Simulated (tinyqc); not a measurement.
Six-transistor SRAM cell, nodal equations and margins: one step of the calculation.

Two cross-coupled inverters (pull-down bn, pull-up bp) hold the nodes Q and QB; access transistors (ba, threshold VTn, gate on the word line at Vdd when selected) join them to the bit lines. Transistor (EKV form, voltages against the body): I = 2 n b Vt^2 [F(vp - Vs) - F(vp - Vd)] from drain to source, F(v) = ln^2(1 + exp(v/(2 Vt))), vp = (Vg - VT + sg |Vd - Vs|)/n. n-channel bodies are at 0; for the p-channel device all voltages are counted down from Vdd. b in uA/V^2 gives I in uA. For an access transistor the bit line is the drain and the node the source. In a read both bit lines are at Vdd. The cell is symmetric (no mismatch).

Problem. The largest square in the read butterfly. f(x) is the node voltage of one half-cell in a read for input x (In - Ip - Ia = 0). Static noise margin: side of the largest square between the curve (x, f(x)) and its mirror image (f(y), y); with h(c) the root x of f(x) - x = c, it is the maximum over c > 0 of h(c) - h(-c) + c.

Inputs (values chosen for the exercise): temperature T = 250 K; supply voltage Vdd = 0.8 V; slope factor n = 1.22; drain-induced barrier lowering sg = 0.108; n-channel threshold VTn = 0.28 V; p-channel threshold (magnitude) VTp = 0.42 V; gain factor of the pull-down transistor bn = 310 uA/V^2; gain factor of the access transistor ba = 260 uA/V^2; gain factor of the pull-up transistor bp = 110 uA/V^2.

Constants: q = 1.602176634e-19 C, kB = 1.380649e-23 J/K, Vt = kB T/q. Results are converted to the units shown.

c, point 0 to 6 (V): [0.14, 0.24, 0.33, 0.4, 0.47, 0.52, 0.57]

Find: h(c); h(-c); side.

Solution.

```
point  h(c) (V)  h(-c) (V)  side (V)
0        0.3034     0.4394   0.00394
1        0.2861     0.4963   0.02982
2        0.2770     0.5493   0.05771
3        0.2695     0.5947   0.07482
4        0.2573     0.6448   0.08250
5        0.2407     0.6831   0.07760
6        0.2137     0.7229   0.06083
```

The maximum over c is 82.50 mV, the read margin; with the word line off (no Ia) the same construction gives 262.9 mV.

Numbers from tinyqc (`OMP_NUM_THREADS=1 python tinyqc.py 2340060 2340061 out.jsonl`; about 0.1 s on one thread of a shared Intel Xeon 2.30GHz).
